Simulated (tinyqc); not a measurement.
n-type polysilicon, carrier trapping at grain boundaries: two steps of the calculation.

One-dimensional grains of size Lg, uniform ionised doping N, monovalent traps Qt at each boundary at a depth Et below (for electrons) or above (for holes) the band edge there, abrupt depletion of width W on each side of a boundary, Boltzmann statistics. xi is the distance from the band edge at the grain centre to the Fermi level. Trapped charge Qt/(1 + exp((xi + VB - Et)/Vt)) = 2 N W, barrier VB = q N W^2/(2 eps0 eps_r).

Parameters, values chosen for the exercise; values of the order met in polycrystalline silicon:
- T = 300 K (temperature)
- eps_r = 11.7 (relative permittivity)
- NB = 2.8e19 cm^-3 (conduction-band density of states at T)
- Lg = 99 nm (grain size)
- Qt = 4e12 cm^-2 (trap density of a grain boundary)
- Et = 0.42 eV (depth of the trap level from the majority band edge at the boundary)
- N = 8.9e17 cm^-3 (doping)

Constants: q = 1.602176634e-19 C, kB = 1.380649e-23 J/K, Vt = kB T/q, eps0 = 8.8541878128e-14 F/cm where lengths are in cm. Results are converted to the units shown.

Task 1. New W. Partly depleted grain, xi = Vt ln(NB/N): f = 1/(1 + exp((xi + VB - Et)/Vt)), g = Qt f - 2 N W, g' = -2 Qt f (1 - f) VB/(W Vt) - 2 N, W(new) = W - g/g'.

W after iteration 1 = 22.429829 nm

Find: VB; f; g; g'; W after iteration 2.

Result 1.

VB = 0.34625 V
f = 0.35528
g = -2.5714e12 cm^-2
g' = -1.2722e12 cm^-2/nm
W after iteration 2 = 20.409 nm

Task 2. Depletion width, Fermi level and barrier. If the trap equation with xi = Vt ln(NB/N) has a root W < Lg/2, the grain is partly depleted; otherwise W = Lg/2 and the trap equation gives xi = Et - VB + Vt ln(Qt/(N Lg) - 1). N* = Qt/Lg.

Wanted: N*; W; xi; VB; share of traps filled.

Result 2.

N* = 4.040e17 cm^-3
W = 20.04 nm
xi = 0.08916 V
VB = 0.2763 V
share of traps filled = 0.8917

N is 2.20 N*, and the grain is partly depleted; VB = 10.7 Vt.

Computed by the program tinyqc: `OMP_NUM_THREADS=1 python tinyqc.py 2830005 2830006 out.jsonl`, one thread of a shared Intel Xeon 2.30GHz, about 0.01 s for the whole run.
